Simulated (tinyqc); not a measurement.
Capacitance of parallel on-chip lines from Laplace's equation on a mesh: one step of the calculation.

Cross-section of an endless row of equal lines between two grounded planes; neighbours are driven in antiphase (+1 V and -1 V), so the plane midway between two lines is at 0 V. By symmetry one quarter is solved: x runs from the centre of a line (column 0, mirror) to that midplane (column 4, 0 V), y from the mid-height of the line (row 0, mirror) to the ground plane (row 3, 0 V). The line fills columns 0 to 2 and rows 0 to 1 at 1 V. Cells beside the line (below row 1) have e2, cells above have e1. Each link between nodes has the conductance g = mean permittivity of the two cells beside it (a cell beyond a mirror counts as 0), and the free nodes obey sum g (V_neighbour - V) = 0.

Problem. Link conductances. gx[j, i] joins node (row j, column i) to column i + 1, gy[j, i] to row j + 1.

Values chosen for this exercise:

| symbol | value | unit | meaning |
|---|---|---|---|
| e1 | 2.4 |  | relative permittivity above and below the lines |
| e2 | 2 |  | relative permittivity between the lines |

Give: gx; gy.

Solution.

gx:
```
        col 0   col 1   col 2   col 3
row 0  1.0000  1.0000  1.0000  1.0000
row 1  2.2000  2.2000  2.2000  2.2000
row 2  2.4000  2.4000  2.4000  2.4000
row 3  1.2000  1.2000  1.2000  1.2000
```

gy:
```
        col 0   col 1   col 2   col 3   col 4
row 0  1.0000  2.0000  2.0000  2.0000  1.0000
row 1  1.2000  2.4000  2.4000  2.4000  1.2000
row 2  1.2000  2.4000  2.4000  2.4000  1.2000
```

tinyqc, about 1 s, one thread, Intel Xeon 2.30GHz (shared host): `OMP_NUM_THREADS=1 python tinyqc.py 2790218 2790219 out.jsonl`
